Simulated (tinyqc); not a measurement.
Rigid-ion and shell models of the dielectric response of an ionic crystal: one step, computed by the program tinyqc. Command: `OMP_NUM_THREADS=1 python tinyqc.py 3023723 3023724 out.jsonl shell walk`. One thread of a shared host (Intel(R) Xeon(R) Processor @ 2.30GHz), about 0.01 s of CPU time with the checks.

Charges +Z and -Z; 6 nearest neighbours, Madelung constant M = 1.747565, volume per ion pair Omega = 2.000000 d^3. Energy per pair U = -M Z^2 e2/d + 6 A exp(-d/rho), e2 = e^2/(4 pi eps_0). In the shell model the anion is a core of charge Y - Z and a massless shell of charge -Y, joined by the spring k; the repulsion acts on the shell. Each ion feels the Lorentz field E + (4 pi/3) P (Gaussian units).

Question. Shell model: electronic response. Eliminating the shell gives the anion polarisability alpha_- = Y^2 e2/(k + R), the Szigeti charge Z_S = Z - Y R/(k + R) and the softened spring R' = k R/(k + R). With b = 4 pi (alpha_+ + alpha_-)/(3 Omega): eps_inf = (1 + 2b)/(1 - b) (Clausius-Mossotti); Born charge Z* = Z_S (eps_inf + 2)/3.

Inputs (values chosen for the exercise, for a model crystal): ionic charge Z = 2 e; shell charge size Y = 2.56 e; core-shell spring k = 95.2 eV/angstrom^2; cation polarisability alpha_+ = 0.57 angstrom^3.

Structure: rock salt.

repulsive spring R = 18.69001 eV/angstrom^2

volume Omega = 23.08635 angstrom^3

Constants: e^2/(4 pi eps_0) = 14.39964548 eV angstrom.

Give: anion polarisability alpha_-; Szigeti charge Z_S; softened spring R'; b; eps_inf; Born charge Z*.

Answer.

anion polarisability alpha_- = 0.8286 angstrom^3

Szigeti charge Z_S = 1.580 e

softened spring R' = 15.62 eV/angstrom^2

b = 0.2538

eps_inf = 2.020

Born charge Z* = 2.117 e

Overlap pushes the shell back and lowers the effective charge to 79 % of Z; the local field then raises the Born charge to 106 % of Z.
